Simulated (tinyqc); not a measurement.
Reflectance across the plasma edge: free-carrier optics of a doped semiconductor (Drude model).

eps(E) = ei [1 - Ep^2/(E^2 + i E Gam)], with Ep^2 = 8 pi c (e^2/(4 pi eps0)) N/(m ei), c = hbar^2/2m0, N in 1/angstrom^3 (1e-24 per 1/cm^3); Gam = hbar/tau, tau = mu m m0/e with m0/e = 5.685630e-12 kg/C and mu in m^2/(V s). Energies in meV.

n + i k = sqrt(eps1 + i eps2) with k >= 0; R = ((n - 1)^2 + k^2)/((n + 1)^2 + k^2) at normal incidence from vacuum; alpha = 2 E k/(hbar c), times 1e8 for 1/cm; loss function Im(-1/eps) = eps2/(eps1^2 + eps2^2).

Constants: hbar^2/2m0 = 3.80998211 eV angstrom^2; e^2/(4 pi eps0) = 14.39964547 eV angstrom; hbar = 6.58211957e-16 eV s; hbar c = 1973.269805 eV angstrom.

Parameters, chosen for this exercise (mass and dielectric values near those of Si; N and mu are free inputs; interband absorption and the rise of the mass with filling are left out; not measured data): N = 2.2e+18 1/cm^3 (carrier density); m = 0.258 m0 (conductivity mass); mu = 180 cm^2/(V s) (mobility); ei = 11.7 (high-frequency dielectric constant).

Spectrum:
```
E (meV)   eps1    eps2      R  alpha (1/cm)
3.2      -6.91  145.00  0.796      2.83e+03
9.5      -4.82   43.35  0.670      4.74e+03
22.2      1.15   11.85  0.433      5.22e+03
26.9      2.96    8.10  0.333      4.59e+03
31.7      4.47    5.69  0.260      3.78e+03
34.9      5.31    4.57  0.234      3.25e+03
39.6      6.33    3.38  0.223      2.61e+03
47.6      7.63    2.13  0.231      1.85e+03
63.4      9.17    1.00  0.255      1.06e+03
95.1     10.48    0.32  0.279           475
158.5    11.24    0.07  0.292           172
```

Give the missing row, E (meV) = 15.9.

Computed row:
```
E (meV)   eps1   eps2      R  alpha (1/cm)
15.9     -1.75  21.09  0.561      5.45e+03
```

Ep = 31.7 meV and Gam = 24.9 meV. R is 0.796 at the lowest energy and lowest, 0.223, at 39.6 meV of those listed; without damping it would vanish at Ep sqrt(ei/(ei - 1)) = 33.1 meV. At the highest energy R is 0.292, against 0.300 for ei alone. Between the last two rows alpha goes as E^-1.99, where the Drude limit far above Ep and Gam is E^-2.

Run: tinyqc, `OMP_NUM_THREADS=1 python tinyqc.py 1680011 1680012 out.jsonl`; Intel(R) Xeon(R) Processor @ 2.30GHz, one thread, shared host; about 0.01 s of CPU time with all checks.
